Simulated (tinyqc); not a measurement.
Coupled-perturbed Hartree-Fock on RHF in the 3-21g basis, for H2, spin multiplicity 1, step by step. The polarisability along this axis is zero because the basis has no function that the field can mix in; the real value is not. Computed by tinyqc, a small Python program that keeps every step (integrals from PySCF). Settings: charge = 0, multiplicity = 1, basis = 3-21g, method = RHF, energy threshold = 1e-10, iteration cap = 54, orthogonalisation = symmetric, start = Wolfsberg-Helmholz matrix, DIIS depth = 6. Command: `OMP_NUM_THREADS=1 python tinyqc.py 28463 28464 out.jsonl` (the two numbers bound the seeds that draw the settings). One thread of a shared host (Intel(R) Xeon(R) Processor @ 2.60GHz), about 0.2 s of CPU time with the checks. The early iterations of the SCF are left out here.

## One-electron integrals

Geometry (angstrom):
```
atom       x       y       z
H     0.0000  0.0000  0.0000
H     0.0000  0.0000  0.8040
```

Basis 3-21g: exponents (1/bohr^2) and contraction coefficients of normalised primitives:
```
element  l (shell)  exponent  coefficient
H            s (1)    5.4472       0.1563
H            s (1)    0.8245       0.9047
H            s (2)    0.1832       1.0000
```

Overlap, kinetic and nuclear-attraction integrals over the contracted functions; the nuclear repulsion is the sum of Za Zb / Rab.

nuclear repulsion = 0.658181 hartree

overlap S, order 1H 1s, 1H 2s, 2H 1s, 2H 2s:
```
[[1.0000, 0.6459, 0.3461, 0.4555],
 [0.6459, 1.0000, 0.4555, 0.8094],
 [0.3461, 0.4555, 1.0000, 0.6459],
 [0.4555, 0.8094, 0.6459, 1.0000]]
```

kinetic energy T (hartree), order 1H 1s, 1H 2s, 2H 1s, 2H 2s:
```
[[1.5494, 0.2932, 0.1351, 0.1585],
 [0.2932, 0.2748, 0.1585, 0.1911],
 [0.1351, 0.1585, 1.5494, 0.2932],
 [0.1585, 0.1911, 0.2932, 0.2748]]
```

nuclear attraction V (hartree), order 1H 1s, 1H 2s, 2H 1s, 2H 2s:
```
[[-2.3760, -1.1953, -0.7937, -0.8740],
 [-1.1953, -1.2139, -0.8740, -1.0324],
 [-0.7937, -0.8740, -2.3760, -1.1953],
 [-0.8740, -1.0324, -1.1953, -1.2139]]
```

core Hamiltonian H = T + V (hartree), order 1H 1s, 1H 2s, 2H 1s, 2H 2s:
```
[[-0.8266, -0.9021, -0.6587, -0.7155],
 [-0.9021, -0.9391, -0.7155, -0.8414],
 [-0.6587, -0.7155, -0.8266, -0.9021],
 [-0.7155, -0.8414, -0.9021, -0.9391]]
```

## Two-electron integrals

Functions are numbered as in S; the eight-fold symmetry (ij|kl) = (ji|kl) = (kl|ij) leaves the list below.

Two-electron integrals (ij|kl) in chemists' order, unique and non-zero (hartree):
```
(11|11) 1.1401   (21|11) 0.6114   (21|21) 0.3452   (22|11) 0.6264
(22|21) 0.3803   (22|22) 0.4830   (31|11) 0.3195   (31|21) 0.1821
(31|22) 0.2028   (31|31) 0.1252   (32|11) 0.3102   (32|21) 0.1879
(32|22) 0.2341   (32|31) 0.1368   (32|32) 0.1711   (33|11) 0.6330
(33|21) 0.3921   (33|22) 0.5047   (33|31) 0.3195   (33|32) 0.4237
(33|33) 1.1401   (41|11) 0.4237   (41|21) 0.2402   (41|22) 0.2664
(41|31) 0.1368   (41|32) 0.1443   (41|33) 0.3102   (41|41) 0.1711
(42|11) 0.4784   (42|21) 0.2924   (42|22) 0.3776   (42|31) 0.1736
(42|32) 0.2122   (42|33) 0.4784   (42|41) 0.2122   (42|42) 0.3164
(43|11) 0.3921   (43|21) 0.2419   (43|22) 0.3136   (43|31) 0.1821
(43|32) 0.2402   (43|33) 0.6114   (43|41) 0.1879   (43|42) 0.2924
(43|43) 0.3452   (44|11) 0.5047   (44|21) 0.3136   (44|22) 0.4227
(44|31) 0.2028   (44|32) 0.2664   (44|33) 0.6264   (44|41) 0.2341
(44|42) 0.3776   (44|43) 0.3803   (44|44) 0.4830
```

## Orthogonalisation

S = U s U^T; symmetric (Loewdin) form X = U s^(-1/2) U^T, so that X^T S X = 1.

eigenvalues of S: [0.1224, 0.4522, 0.7221, 2.7033]

X, order 1H 1s, 1H 2s, 2H 1s, 2H 2s:
```
[[1.2530, -0.4819, -0.1150, 0.0519],
 [-0.4819, 1.8121, 0.0519, -0.8549],
 [-0.1150, 0.0519, 1.2530, -0.4819],
 [0.0519, -0.8549, -0.4819, 1.8121]]
```

## Starting guess

The start is the generalised Wolfsberg-Helmholz matrix (K = 1.75) built on H; D = 2 C_occ C_occ^T.

D at the start, order 1H 1s, 1H 2s, 2H 1s, 2H 2s:
```
[[0.0838, 0.1580, 0.0838, 0.1580],
 [0.1580, 0.2979, 0.1580, 0.2979],
 [0.0838, 0.1580, 0.0838, 0.1580],
 [0.1580, 0.2979, 0.1580, 0.2979]]
```

## Iteration 8 (converged): orbitals

converged F (hartree), order 1H 1s, 1H 2s, 2H 1s, 2H 2s:
```
[[0.1294, -0.4830, -0.5029, -0.4907],
 [-0.4830, -0.3473, -0.4907, -0.3973],
 [-0.5029, -0.4907, 0.1294, -0.4830],
 [-0.4907, -0.3973, -0.4830, -0.3473]]
```

Diagonalise F' = X^T F X, C = X C', fill 1 alpha and 1 beta electrons from the bottom; D = 2 C_occ C_occ^T. Each column has its largest component positive (the first on a tie).

F' = X^T F X (hartree):
```
[[0.7589, -0.6269, -0.4274, -0.1245],
 [-0.6269, 0.2819, -0.1245, -0.2317],
 [-0.4274, -0.1245, 0.7589, -0.6269],
 [-0.1245, -0.2317, -0.6269, 0.2819]]
```

orbital energies (hartree): [-0.5736, 0.2453, 0.9554, 1.4545]

coefficients C, order 1H 1s, 1H 2s, 2H 1s, 2H 2s:
```
[[0.2801, 0.1227, 0.8134, -1.0311],
 [0.3265, 1.4859, -0.6663, 1.2211],
 [0.2801, -0.1227, 0.8134, 1.0311],
 [0.3265, -1.4859, -0.6663, -1.2211]]
```

D after iteration 8, order 1H 1s, 1H 2s, 2H 1s, 2H 2s:
```
[[0.1569, 0.1829, 0.1569, 0.1829],
 [0.1829, 0.2133, 0.1829, 0.2133],
 [0.1569, 0.1829, 0.1569, 0.1829],
 [0.1829, 0.2133, 0.1829, 0.2133]]
```

## Convergence

Stop when the energy changes by less than 1e-10 hartree and every element of the error matrix X^T (F D S - S D F) X is below 3e-06.

Course of the cycle:
```
iteration  E (hartree)     change  largest element of the error matrix
1            -1.098104          -                             1.19e-01
2            -1.119438  -2.13e-02                             1.72e-02
3            -1.119890  -4.52e-04                             3.35e-05
4            -1.119890  -1.42e-09                             1.40e-05
5            -1.119890  -1.81e-10                             8.88e-06
6            -1.119890  -5.61e-11                             6.49e-06
7            -1.119890  -2.44e-11                             5.12e-06
8            -1.119890  -4.02e-11                             4.56e-09
```

PySCF RHF in the same basis = -1.119890 hartree

Converged in 8 iterations.

## Populations, bond orders and dipole

Mulliken: Z minus the diagonal of D S on the atom; Loewdin: the same with S^(1/2) D S^(1/2); Mayer order: 2 sum_s sum (D(s) S)_ij (D(s) S)_ji over the two atoms.

Charges (e):
```
atom  Mulliken  Loewdin
1H           0        0
2H           0        0
```

Mayer bond orders:
```
pair   order
2-1   1.0000
```

dipole moment about the origin, x y z (debye): [0.0000, 0.0000, 0.0000]

## Integrals over molecular orbitals

(pq|rs) = sum C_ip C_jq C_kr C_ls (ij|kl), one index at a time.

one-electron integrals over orbitals h = C^T H C (hartree):
```
[[-1.2045, 0.0000, -0.1575, 0.0000],
 [0.0000, -0.5726, 0.0000, 0.2037],
 [-0.1575, 0.0000, -0.0394, 0.0000],
 [0.0000, 0.2037, 0.0000, 0.2913]]
```

Two-electron integrals over orbitals (pq|rs), unique and non-zero (hartree):
```
(11|11) 0.6309    (21|21) 0.0958    (22|11) 0.4568    (22|22) 0.4132
(31|11) 0.1575    (31|22) 0.0600    (31|31) 0.1096    (32|21) -0.0099
(32|32) 0.0348    (33|11) 0.5522    (33|22) 0.4135    (33|31) 0.1311
(33|33) 0.5072    (41|21) -0.0806   (41|32) -0.0339   (41|41) 0.1248
(42|11) -0.1422   (42|22) -0.0629   (42|31) -0.0797   (42|33) -0.1131
(42|42) 0.0754    (43|21) -0.1026   (43|32) -0.0153   (43|41) 0.1272
(43|43) 0.1536    (44|11) 0.6440    (44|22) 0.4691    (44|31) 0.1958
(44|33) 0.5804    (44|42) -0.1701   (44|44) 0.7222
```

## Response to a field: uncoupled start

dipole integrals <a|y|i> (bohr), order a2, a3, a4:
```
[[0.0000],
 [0.0000],
 [0.0000]]
```

Field along y; U_ai = -mu_ai / (e_a - e_i), alpha = -4 sum U_ai mu_ai.

uncoupled U, order a2, a3, a4:
```
[[0.0000],
 [0.0000],
 [0.0000]]
```

uncoupled polarisability = 0.0000 bohr^3

## Coupled step 1

U_ai = -(mu_ai + sum_bj [4 (ai|bj) - (ab|ij) - (aj|bi)] U_bj) / (e_a - e_i); alpha = -4 sum U_ai mu_ai.

U after step 1, order a2, a3, a4:
```
[[0.0000],
 [0.0000],
 [0.0000]]
```

polarisability = 0.0000 bohr^3

## Coupled polarisability

Repeat until U stops changing; compare with -d2E/dF2.

Course of the coupled iterations:
```
step  alpha (bohr^3)
0             0.0000
1             0.0000
```

coupled polarisability = 0.0000 bohr^3

finite-field check, fields of +/-0.001 au = 3.11e-09 bohr^3
